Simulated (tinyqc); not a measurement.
Gupta-type many-body potential for a metal: one step, computed by the program tinyqc.

E_i = sum_j A exp(-p (r_ij/r0 - 1)) - xi rho_i^gamma, with rho_i = sum_j exp(-2 q (r_ij/r0 - 1)); gamma = 1/2 is the tight-binding second-moment form. The crystal is fcc unless stated; d is the neighbour distance and a fixed number of shells is kept.

Question. Shell terms at equilibrium. fcc shells: d sqrt(k), k = 1..5, with 12, 6, 24, 12, 24 atoms; Omega = d^3/sqrt2. Repulsion and density of one neighbour in each shell, and their sums.

Inputs (values chosen for the exercise, modelled on copper):
```
quantity                value      unit
repulsion A            0.0846        eV
decay p                  11.2         -
decay q                  2.35         -
reference distance r0   2.556  angstrom
shells kept                 3         -
```

neighbour distance d = 2.570216 angstrom

Give: Shells; repulsive energy; density rho.

Answer.

Shells:
```
shell  count  r (angstrom)  repulsion (eV)  density
1         12         2.570       7.949e-02   0.9742
2          6         3.635       7.487e-04   0.1375
3         24         4.452       2.088e-05   0.0306
```

repulsive energy = 0.9589 eV

density rho = 13.25
